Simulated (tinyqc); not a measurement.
Model-solid line-up of a strained alloy layer on a substrate, step by step. Values are carried at full precision from step to step, so a last printed digit may differ when a step is redone from the rounded ones.

All values of the alloy are linear in x but the gap, Eg(x) = (1 - x) Eg_A + x Eg_B - C x (1 - x), and the valence edge, Ev(x) = (1 - x) Ev_A + x Ev_B + fv C x (1 - x); Ec = Ev + Eg. Ev is the top of the unstrained valence band on a scale common to all materials. In the layer only the Gamma valley of the conduction band is followed, also where an X or L valley would lie lower.

Values chosen for the exercise (A near AlAs, B near GaAs, substrate near Ge; shifted at random, so the results belong to these values and not to a real crystal):

| symbol | value | unit | meaning |
|---|---|---|---|
| a | (5.668, 5.653) | angstrom | lattice constant of A, B |
| Eg | (3.069, 1.52) | eV | gap at Gamma to the s-like level of A, B |
| Dso | (0.281, 0.342) | eV | spin-orbit splitting of A, B |
| Ev | (-1.34, -0.79) | eV | top of the unstrained valence band of A, B |
| ac | (-5.62, -7.08) | eV | conduction deformation potential of A, B |
| av | (2.47, 1.15) | eV | valence hydrostatic potential of A, B |
| b | (-2.27, -2) | eV | tetragonal shear potential of A, B |
| d | (-3.38, -4.74) | eV | trigonal shear potential of A, B |
| C11 | (123.7, 123.4) | GPa | of A, B |
| C12 | (52.7, 56) | GPa | of A, B |
| C44 | (54.9, 59.9) | GPa | of A, B |
| C | 0.334 | eV | bowing of the gap |
| fv | 0.3 |  | share of the bowing taken by the valence edge |
| x | 0.72 |  | fraction of B |
| a_s | 5.651 | angstrom | substrate |
| face | 001 |  | growth face |
| Eg_s | 0.747 | eV | lowest gap of the substrate |
| Ev_s | -0.35 | eV | substrate valence edge |

## Values of the alloy

Interpolate.

Alloy at x (a in angstrom, C11, C12, C44 in GPa, all else in eV):

| symbol | value |
|---|---|
| a | 5.6572 |
| Eg | 1.8864 |
| Dso | 0.3249 |
| Ev | -0.9238 |
| ac | -6.6712 |
| av | 1.5196 |
| b | -2.0756 |
| d | -4.3592 |
| C11 | 123.4840 |
| C12 | 55.0760 |
| C44 | 58.5000 |

## Strain on the (001) substrate

Coherent growth on a (001) face: e_par = (a_s - a)/a, e_perp = -2 (C12/C11) e_par; exx = eyy = e_par, ezz = e_perp, no shear.

Use the values of the alloy.

e_par = -0.001096
e_perp = 0.000978

strain tensor in the cubic axes:
```
           x          y         z
x  -0.001096   0.000000  0.000000
y   0.000000  -0.001096  0.000000
z   0.000000   0.000000  0.000978
```

The layer is under compression in the plane; its volume changes by -0.121 %.

## Strained band edges

Strained edges: Ec + ac tr(e); the valence edges are Ev plus the levels of the 6 x 6 matrix of X, Y, Z times spin with -Dso/3 + l exx + m (eyy + ezz) on the diagonal (cyclic), n exy off it, l = av + 2 b, m = av - b, n = sqrt(3) d. Spin-orbit term (Dso/3) L.sigma on X, Y, Z with (L_k)_ij = -i epsilon_kij: <X+|H|Y+> = -i Dso/3, <X+|H|Z-> = Dso/3, <Y+|H|Z-> = -i Dso/3, <Z+|H|X-> = -Dso/3, <Z+|H|Y-> = i Dso/3, <X-|H|Y-> = i Dso/3, and their conjugates; + and - are the spin along z.

Give the hydrostatic shifts, the strain block and the edges.

ac tr(e), av tr(e) (eV): 0.0081  -0.0018

strain block (eV):
```
        X       Y        Z
X  0.0025       0        0
Y       0  0.0025        0
Z       0       0  -0.0105
```

Ec and the three valence edges from the top (eV): 0.9707  -0.9213  -0.9298  -1.2507

strained gap = 1.8920 eV

Strain moves the gap by +6 meV: +10 meV from the volume and -4 meV from the splitting of the valence edge, which always raises the top.

## Offsets against the substrate material

dEc = Ec(substrate) - Ec(layer), dEv = Ev(layer) - Ev(substrate); positive values confine the carrier in the layer. Type I: both of one sign; type II: opposite signs; type III: the gaps do not overlap.

Give also the smallest gap across the interface, min Ec - max Ev.

dEc = -0.5737 eV
dEv = -0.5713 eV

type: I

smallest gap = 0.7470 eV

Both carriers collect in the substrate material; the conduction band takes 50 % of the gap difference. Where the alloy is indirect its X or L edge, left out, lies lower and changes dEc.

## Critical thickness (Matthews-Blakeslee, single layer)

h = K (ln(h/b) + 1) with K = b (1 - nu/4)/(4 pi |e_par| (1 + nu)) for 60-degree dislocations, b = a/sqrt(2) the Burgers vector (not the shear potential of the table), nu = C12/(C11 + C12). Iterate from h = 10 b until h changes by less than 1e-6 of itself.

b (Burgers vector) = 4.0002 angstrom
nu = 0.3084
K = 204.87 angstrom

first iterates (angstrom): 40.0  676.6  1256.0  1382.7  1402.4  1405.3

critical thickness = 140.58 nm

Thicker layers can relax, and the strained edges then no longer apply; metastable growth often exceeds this equilibrium value.

## Checks

- Valence edges against the closed form for (001) strain: they agree to 1e-10 or better.

(tinyqc, `OMP_NUM_THREADS=1 python tinyqc.py 1080669 1080670 out.jsonl`, Intel(R) Xeon(R) Processor @ 2.30GHz, 1 thread, shared host, about 0.01 s.)
